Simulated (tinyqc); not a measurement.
Inside a calculation. Method: empirical pseudopotential in a few plane waves. Computed by tinyqc, a small Python program that keeps every step. Settings: plane-wave index or count = 15. Command: `OMP_NUM_THREADS=1 python tinyqc.py 23552 23553 out.jsonl` (the two numbers bound the seeds that draw the settings). One thread of a shared host (Intel(R) Xeon(R) Processor @ 2.60GHz), about 0.2 s of CPU time with the checks.

## Bloch Hamiltonian at k

Parameters chosen for this model: fcc lattice, atoms at +/- a/8 (1,1,1); form factors in rydberg at |G|^2 in units of (2 pi/a)^2:
```
parameter,value,unit
a,6.310000,angstrom
VS(3),-0.256000,Ry
VS(8),0.030000,Ry
VS(11),0.085000,Ry
VA(3),0.110000,Ry
VA(4),0.052000,Ry
VA(11),0.030000,Ry
hbar^2/2m (2 pi/a)^2,3.777669,eV
```

k point k (2 pi / a): 0.1900  -0.3600  0.2100

Basis: the 15 shortest G (labels in 2 pi/a), the same at every k. H(G,G') = c |k + G|^2 delta + VS(|G-G'|^2) cos((G-G').tau) + i VA sin((G-G').tau), tau = a/8 (1,1,1); 1 Ry = 13.605693 eV.

H(k) at k (eV):
```
,+0+0+0,-1-1-1,-1-1+1,-1+1-1,-1+1+1,+1-1-1,+1-1+1,+1+1-1,+1+1+1,-2+0+0,+0-2+0,+0+0-2,+0+0+2,+0+2+0,+2+0+0
+0+0+0,0.7926,2.4629+1.0583i,-2.4629+1.0583i,-2.4629+1.0583i,-2.4629-1.0583i,-2.4629+1.0583i,-2.4629-1.0583i,-2.4629-1.0583i,2.4629-1.0583i,0.0000+0.7075i,0.0000+0.7075i,0.0000+0.7075i,0.0000-0.7075i,0.0000-0.7075i,0.0000-0.7075i
-1-1-1,2.4629-1.0583i,11.8233,0.0000-0.7075i,0.0000-0.7075i,-0.4082,0.0000-0.7075i,-0.4082,-0.4082,0.0000,-2.4629-1.0583i,-2.4629-1.0583i,-2.4629-1.0583i,-0.8178+0.2886i,-0.8178+0.2886i,-0.8178+0.2886i
-1-1+1,-2.4629-1.0583i,0.0000+0.7075i,14.9966,0.4082,0.0000-0.7075i,0.4082,0.0000-0.7075i,0.0000,-0.4082,-2.4629+1.0583i,-2.4629+1.0583i,0.8178+0.2886i,2.4629-1.0583i,-0.8178-0.2886i,-0.8178-0.2886i
-1+1-1,-2.4629-1.0583i,0.0000+0.7075i,0.4082,6.3835,0.0000-0.7075i,0.4082,0.0000,0.0000-0.7075i,-0.4082,-2.4629+1.0583i,0.8178+0.2886i,-2.4629+1.0583i,-0.8178-0.2886i,2.4629-1.0583i,-0.8178-0.2886i
-1+1+1,-2.4629+1.0583i,-0.4082,0.0000+0.7075i,0.0000+0.7075i,9.5567,0.0000,0.4082,0.4082,0.0000-0.7075i,2.4629+1.0583i,-0.8178+0.2886i,-0.8178+0.2886i,-2.4629-1.0583i,-2.4629-1.0583i,0.8178-0.2886i
+1-1-1,-2.4629-1.0583i,0.0000+0.7075i,0.4082,0.4082,0.0000,14.6944,0.0000-0.7075i,0.0000-0.7075i,-0.4082,0.8178+0.2886i,-2.4629+1.0583i,-2.4629+1.0583i,-0.8178-0.2886i,-0.8178-0.2886i,2.4629-1.0583i
+1-1+1,-2.4629+1.0583i,-0.4082,0.0000+0.7075i,0.0000,0.4082,0.0000+0.7075i,17.8676,0.4082,0.0000-0.7075i,-0.8178+0.2886i,2.4629+1.0583i,-0.8178+0.2886i,-2.4629-1.0583i,0.8178-0.2886i,-2.4629-1.0583i
+1+1-1,-2.4629+1.0583i,-0.4082,0.0000,0.0000+0.7075i,0.4082,0.0000+0.7075i,0.4082,9.2545,0.0000-0.7075i,-0.8178+0.2886i,-0.8178+0.2886i,2.4629+1.0583i,0.8178-0.2886i,-2.4629-1.0583i,-2.4629-1.0583i
+1+1+1,2.4629+1.0583i,0.0000,-0.4082,-0.4082,0.0000+0.7075i,-0.4082,0.0000+0.7075i,0.0000+0.7075i,12.4278,-0.8178-0.2886i,-0.8178-0.2886i,-0.8178-0.2886i,-2.4629+1.0583i,-2.4629+1.0583i,-2.4629+1.0583i
-2+0+0,0.0000-0.7075i,-2.4629+1.0583i,-2.4629-1.0583i,-2.4629-1.0583i,2.4629-1.0583i,0.8178-0.2886i,-0.8178-0.2886i,-0.8178-0.2886i,-0.8178+0.2886i,13.0322,0.4082,0.4082,-0.4082,-0.4082,0.0000
+0-2+0,0.0000-0.7075i,-2.4629+1.0583i,-2.4629-1.0583i,0.8178-0.2886i,-0.8178-0.2886i,-2.4629-1.0583i,2.4629-1.0583i,-0.8178-0.2886i,-0.8178+0.2886i,0.4082,21.3431,0.4082,-0.4082,0.0000,-0.4082
+0+0-2,0.0000-0.7075i,-2.4629+1.0583i,0.8178-0.2886i,-2.4629-1.0583i,-0.8178-0.2886i,-2.4629-1.0583i,-0.8178-0.2886i,2.4629-1.0583i,-0.8178+0.2886i,0.4082,0.4082,12.7300,0.0000,-0.4082,-0.4082
+0+0+2,0.0000+0.7075i,-0.8178-0.2886i,2.4629+1.0583i,-0.8178+0.2886i,-2.4629+1.0583i,-0.8178+0.2886i,-2.4629+1.0583i,0.8178+0.2886i,-2.4629-1.0583i,-0.4082,-0.4082,0.0000,19.0765,0.4082,0.4082
+0+2+0,0.0000+0.7075i,-0.8178-0.2886i,-0.8178+0.2886i,2.4629+1.0583i,-2.4629+1.0583i,-0.8178+0.2886i,0.8178+0.2886i,-2.4629+1.0583i,-2.4629-1.0583i,-0.4082,0.0000,-0.4082,0.4082,10.4634,0.4082
+2+0+0,0.0000+0.7075i,-0.8178-0.2886i,-0.8178+0.2886i,-0.8178+0.2886i,0.8178+0.2886i,2.4629+1.0583i,-2.4629+1.0583i,-2.4629+1.0583i,-2.4629-1.0583i,0.0000,-0.4082,-0.4082,0.4082,0.4082,18.7743
```

## Levels at k

Diagonalise the Hermitian matrix.

eigenvalues (eV): -4.5392  3.8220  5.4292  5.4612  10.2411  11.6362  12.1413  12.7204  14.2634  14.9271  17.0565  19.7563  21.9078  22.5308  25.8624

## Bands along a path

The same steps at evenly spaced points between the labelled ones.

Bands along the path (eV), lowest eight:
```
k,band 1,band 2,band 3,band 4,band 5,band 6,band 7,band 8
L,-3.7533,2.4590,5.5863,5.5863,9.8266,12.3220,12.3220,16.5194
L-G 0.25,-4.1702,2.9319,5.4787,5.4787,9.8241,12.1127,12.1127,14.8098
L-G 0.50,-4.5846,3.8907,5.5291,5.5291,10.0161,11.8900,11.8900,12.6912
L-G 0.75,-4.8758,5.0453,5.6461,5.6461,9.9141,11.3801,11.4879,11.4879
G,-4.9791,5.7074,5.7074,5.7074,9.3823,11.2716,11.2716,11.2716
G-X 0.25,-4.8412,4.9916,5.5438,5.5438,10.2336,10.9060,11.7672,11.7672
G-X 0.50,-4.4516,3.7639,5.2411,5.2411,10.3419,11.2856,13.0631,13.0631
G-X 0.75,-3.8975,2.7266,5.0768,5.0768,10.0786,10.9103,14.8811,14.8811
X,-3.3635,2.2080,5.2077,5.2077,10.0933,10.7329,17.0820,17.0820
```

With 4 band(s) filled, the highest filled level on these points lies at G and the lowest empty one at G: a gap of 3.6750 eV, direct. This holds for the small fixed basis; with all plane waves up to |k + G|^2 = 21 (2 pi/a)^2 the gap along the path is 3.90 eV.

## Convergence with the number of plane waves

Levels at G counted from the fourth one.

Levels (eV):
```
plane waves,level 1,level 5,level 8
9,-14.1050,1.4150,2.9290
15,-10.6865,3.6750,5.5643
27,-9.4516,3.9535,5.8162
51,-9.1418,3.8143,6.1580
59,-9.2205,3.8603,5.7956
65,-9.2306,3.8524,5.7277
89,-9.1977,3.8635,5.7578
```
